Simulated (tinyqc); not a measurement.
Six-transistor SRAM cell, nodal equations and margins: one step of the calculation.

Two cross-coupled inverters (pull-down bn, pull-up bp) hold the nodes Q and QB; access transistors (ba, threshold VTn, gate on the word line at Vdd when selected) join them to the bit lines. Transistor (EKV form, voltages against the body): I = 2 n b Vt^2 [F(vp - Vs) - F(vp - Vd)] from drain to source, F(v) = ln^2(1 + exp(v/(2 Vt))), vp = (Vg - VT + sg |Vd - Vs|)/n. n-channel bodies are at 0; for the p-channel device all voltages are counted down from Vdd. b in uA/V^2 gives I in uA. For an access transistor the bit line is the drain and the node the source. In a read both bit lines are at Vdd. The cell is symmetric (no mismatch).

Problem. Read current and disturbance. Iread = Ia(bit line at Vdd, source Q); cell ratio bn/ba; time to pull a bit line of 20 fF down by 0.1 V at that current.

Values chosen for this exercise: temperature T = 293 K; supply voltage Vdd = 0.9 V; slope factor n = 1.22; drain-induced barrier lowering sg = 0.082; n-channel threshold VTn = 0.39 V; gain factor of the pull-down transistor bn = 290 uA/V^2; gain factor of the access transistor ba = 190 uA/V^2.

Constants: q = 1.602176634e-19 C, kB = 1.380649e-23 J/K, Vt = kB T/q. Results are converted to the units shown.

(Q, QB) (V): Q 0.11352007, QB 0.89999283

Give: Iread; cell ratio; time.

Solution.

Iread = 14.806 uA
cell ratio = 1.5263
time = 135.08 ps

Computed by the program tinyqc: `OMP_NUM_THREADS=1 python tinyqc.py 2340129 2340130 out.jsonl`, one thread of a shared Intel Xeon 2.30GHz, about 0.2 s for the whole run.
